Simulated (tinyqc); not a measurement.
# Changing the total flow

Model: precursor delivery and alloy composition in metal-organic vapour-phase epitaxy. Computed by tinyqc, a small Python program. Command: `OMP_NUM_THREADS=1 python tinyqc.py 3030815 3030816 out.jsonl movpe sweep`. One thread of a shared host (Intel(R) Xeon(R) Processor @ 2.30GHz), about 0.01 s of CPU time with the checks.

Carrier gas leaves each bubbler saturated. Group-III species cross a boundary layer and react at the surface; element 2 can also desorb. The film is (1)_(1-x) (2)_x V with a zinc-blende cell.

Inputs (values chosen for the exercise, close to those used for AlGaAs from TMAl and TMGa): source 1: a in log10(p/torr) = a - b/T = 8.22; source 1: b = 2134 K; source 1: bath temperature = 21 C; source 1: carrier flow = 33 sccm; source 2: a = 8.07; source 2: b = 1703 K; source 2: bath temperature = -3 C; source 2: carrier flow = 41 sccm; bubbler pressure p_b = 1000 torr; group-V hydride flow = 340 sccm; reactor pressure p = 40 torr; diffusivity D0 at 273.15 K and 760 torr = 0.42 cm^2/s; boundary layer delta = 1.4 cm; prefactor of the surface rate k_s = 1.2e+13 cm/s; energy of k_s = 1.83 eV; prefactor of the loss of element 2 = 1.2e+17 layers/s; energy of the loss = 3.6 eV; lattice constant a = 5.655 angstrom; growth temperature T = 650 C.

Constants: k_B = 1.380649e-23 J/K; k_B = 8.617333262e-05 eV/K.

Method:
- Temperatures in kelvin are T(C) + 273.15.
- Vapour pressure p_v = 10^(a - b/T); precursor flow = carrier flow x p_v/(p_b - p_v); 1 sccm = 44.615 micromol/min; V/III = hydride flow over the sum of both; gas share x_g = F2/(F1 + F2).
- Partial pressure p_i = p F_i/(44615 x total flow in slm); density n_i = p_i/(k_B T), 1 torr = 133.322 Pa; D = D0 (T/273.15)^1.75 (760/p), h = D/delta, the same for both; k_s = prefactor x exp(-energy/(k_B T)); arrival J_i = n_i/(1/h + 1/k_s); in layers per second g_i = J_i a^2/2 (two group-III sites per a^2 on (001)).
- Loss of element 2 is r x with r = prefactor x exp(-energy/(k_B T)). Then x = (g2 - r x)/(g1 + g2 - r x), or r x^2 - (g1 + g2 + r) x + g2 = 0, smaller root; growth rate G = g1/(1 - x) layers/s; one layer is a/2 thick, 1 angstrom/s = 0.36 um/h.
- Distribution coefficient = [x/(1 - x)]/[x_g/(1 - x_g)], x_g = g2/(g1 + g2).

One run for each value:
```
total flow (slm)  growth rate G (um/h)  solid share x  distribution coefficient
2.0                              44.81         0.8921                    0.9999
3.3                              27.16         0.8921                    0.9999
5.3                              16.91         0.8921                    0.9998
8.6                              10.42         0.8920                    0.9997
14.0                              6.40         0.8920                    0.9996
23.0                              3.89         0.8920                    0.9993
37.0                              2.42         0.8920                    0.9989
60.0                              1.49         0.8919                    0.9982
```

Over the rows, growth rate G (um/h) falls from 44.8 to 1.49 (exponent d ln y / d ln x about -1.0 throughout); solid share x falls from 0.892063 to 0.891894; distribution coefficient falls from 0.99994 to 0.99818. The exponent of growth rate G stays at -1: more carrier dilutes the precursors at fixed delta.

Caution (all rows): trimethylaluminium is largely a dimer in the vapour, which would double its metal flow; it is counted as a monomer here. Caution (rows 2.00, 3.30, 5.30): rates above some 15 um/h are beyond usual practice, and precursor depletion would cap them. Caution (all rows): the lattice constant is held fixed as x changes, delta does not respond to the flow, both precursors share one D and k_s, and gas-phase side reactions are left out.
